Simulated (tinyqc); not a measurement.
Special k points of the hexagonal lattice, step by step. Values are carried at full precision from step to step, so a last printed digit may differ when a step is redone from the rounded ones.

Lattice vectors in units of a: a1 = (1, 0), a2 = (-1/2, sqrt(3)/2); reciprocal vectors b_i with a_i . b_j = 2 pi delta_ij. Mesh: k = sum_i f_i b_i with f_i = (2 j_i + shift)/(2 N), j_i = 0 .. N-1. The point group of the lattice has 12 operations; only those that map the mesh onto itself are used.

Inputs chosen for the exercise: N = 3 (points along each reciprocal vector); shift = 0 (half steps); D = 1.31 eV (half gap term); t = 0.44 eV (coupling); e0 = 1.27 eV (offset).

## Irreducible points and weights

Join points that an operation carries into one another (modulo reciprocal vectors); list each class by its first point in the order of (j1, j2, ...).

Irreducible points:
```
f1          f2  weight
0.0000  0.0000       1
0.0000  0.3333       6
0.3333  0.3333       2
```

operations that keep the mesh = 12
irreducible points = 3

The weights add up to 9 = N^2; symmetry saves a factor 3.0.

## Which stars the mesh integrates

A_m(k) = sum over the m-th star of lattice vectors R of cos(k . R), stars in order of length: m = 1: |R|^2 = 1, 6 vectors, such as (1, 1) in the basis a_i; m = 2: |R|^2 = 3, 6 vectors, such as (2, 1) in the basis a_i; m = 3: |R|^2 = 4, 6 vectors, such as (2, 2) in the basis a_i; m = 4: |R|^2 = 7, 12 vectors, such as (3, 2) in the basis a_i; m = 5: |R|^2 = 9, 6 vectors, such as (3, 3) in the basis a_i; m = 6: |R|^2 = 12, 6 vectors, such as (4, 2) in the basis a_i. The zone mean of every A_m is zero.

Lattice vectors in units of a: a1 = (1, 0), a2 = (-1/2, sqrt(3)/2); f are fractions of the reciprocal vectors. Evaluate the first six A_m at each irreducible point (k . R = 2 pi sum f_i n_i) and form the weighted means.

A_m at the points, rows 1, 2, 3; columns m=1, m=2, m=3, m=4, m=5, m=6:
```
[[6.000, 6.000, 6.000, 12.000, 6.000, 6.000],
 [0.000, -3.000, 0.000, 0.000, 6.000, -3.000],
 [-3.000, 6.000, -3.000, -6.000, 6.000, 6.000]]
```

weighted means: m=1 0.000, m=2 0.000, m=3 0.000, m=4 0.000, m=5 6.000, m=6 0.000

The first star with a non-zero mean is m = 5 (|R|^2 = 9, mean +6.000): it holds vectors of the N-fold supercell, which the mesh cannot tell from R = 0.

## A zone average from the irreducible points

Test function, the lower band of a two-band insulator: E(k) = -sqrt(D^2 + (e0 - t A_1(k))^2).

Lattice vectors in units of a: a1 = (1, 0), a2 = (-1/2, sqrt(3)/2). Evaluate E at each point and take the weighted mean; the reference uses the unshifted mesh with N = 96.

E at the points (eV): [-1.8955, -1.8246, -2.9024]

weighted mean = -2.0720 eV
reference mean = -2.0577 eV

The error is -14.26 meV with 3 points.

## Checks

- Weighted mean over irreducible points against the plain mean over the whole mesh (eV): both -2.071972.
- Reference mean against a mesh of N = 102 (eV): both -2.0577.

Run: tinyqc, `OMP_NUM_THREADS=1 python tinyqc.py 1651339 1651340 out.jsonl`; Intel(R) Xeon(R) Processor @ 2.30GHz, one thread, shared host; about 0.09 s of CPU time with all checks.
